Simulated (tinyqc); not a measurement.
## Haynes-Shockley experiment: what a collector records, against the lifetime

A sheet injected at x = 0, t = 0 gives at x = L the signal n(t) = N0 exp(-t/tau - (L - v t)^2/(4 D t))/sqrt(4 pi D t), D = mu Vt, v = mu F. Its peak lies at tp = [-D + sqrt(D^2 + u^2 L^2)]/u^2, u^2 = v^2 + 4 D/tau; dt is the full width at half height. Simple readings: mobility L/(F tp), diffusion coefficient (L dt/tp)^2/(16 ln 2 tp). Area v times the integral of n over N0: (v/u) exp(L (v - u)/(2 D)).

Inputs (values chosen for the exercise):
```
symbol,value,unit,meaning
T,300,K,temperature
mu,477,cm^2/(V s),minority-carrier mobility
F,49,V/cm,sweep field along the drift
L,82,um,distance from injector to collector
```

Constants: q = 1.602176634e-19 C, kB = 1.380649e-23 J/K, Vt = kB T/q. Results are converted to the units shown.

The same in every row: L/v (us) = 0.3508.

Results:
```
tau (s)  tp (us)  dt (us)  apparent mobility (cm^2/(V s))  apparent D (cm^2/s)      area  exp(-L/(v tau))
4e-8      0.1876   0.1194                           892.1                13.10  0.001065         1.552e-4
1e-7      0.2427   0.1775                           689.4                13.35   0.03799          0.02995
5e-7      0.3043   0.2518                           549.9                13.64    0.4697           0.4958
1e-6      0.3159   0.2669                           529.7                13.70    0.6794           0.7041
3e-6      0.3244   0.2782                           515.8                13.74    0.8773           0.8896
6e-6      0.3267   0.2812                           512.2                13.75    0.9364           0.9432
1e-5      0.3276   0.2824                           510.8                13.75    0.9613           0.9655
```

Estimate the missing row, tau = 2e-7 s.

Computed row:
```
tau (s)  tp (us)  dt (us)  apparent mobility (cm^2/(V s))  apparent D (cm^2/s)    area  exp(-L/(v tau))
2e-7      0.2761   0.2165                           606.2                13.50  0.1691           0.1731
```

With this row back in the table: True values: mu = 477 cm^2/(V s), D = 12.3 cm^2/s. The apparent mobility is 87 % above the true one in the first row and 7.1 % above it in the last, and the apparent D 6.2 % above and 12 % above D. The peak always comes before L/v, since spreading and decay both weigh down the later part of the signal; the shift is 47 % and 6.6 % in these rows.

Program tinyqc, `OMP_NUM_THREADS=1 python tinyqc.py 2310042 2310043 out.jsonl`; Intel Xeon 2.30GHz, shared host, one thread, about 0.01 s.
